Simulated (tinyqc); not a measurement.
The integration grid: Kohn-Sham TPSS on finer and finer grids in the sto-3g basis, for BeH2, spin multiplicity 1. Computed by the program tinyqc with PySCF. Self-consistent on each grid; the net force on the molecule should vanish.

Geometry (angstrom):
```
atom,x,y,z
Be,0.0000,0.0000,0.0000
H,0.0000,1.4270,0.1490
H,0.0000,-1.4270,0.1490
```

Kohn-Sham energy on Becke grids (radial x angular points per atom):
```
grid,points,residual of the electron count,E (hartree),E - finest (mhartree),largest net force without grid terms (hartree/bohr)
10 x 14,416,4.70e-02,-15.741248,-36.486933,2.03e-02
15 x 26,1166,-8.48e-05,-15.694806,9.955136,2.86e-03
20 x 50,2994,-1.02e-03,-15.705150,-0.388451,8.15e-04
30 x 86,7730,-3.15e-04,-15.704747,0.014884,4.13e-05
50 x 194,29076,2.00e-07,-15.704760,0.001299,2.15e-06
75 x 302,67868,-5.54e-09,-15.704762,-0.000069,1.03e-06
120 x 590,212122,-1.19e-09,-15.704762,0.000000,3.00e-08
```

What does the comparison show, and why?

The energy is within 0.1 mhartree of the finest grid first at 30 x 86. The error has both signs, since quadrature is not variational. The electron count and the net force are cheap signs of a poor grid.
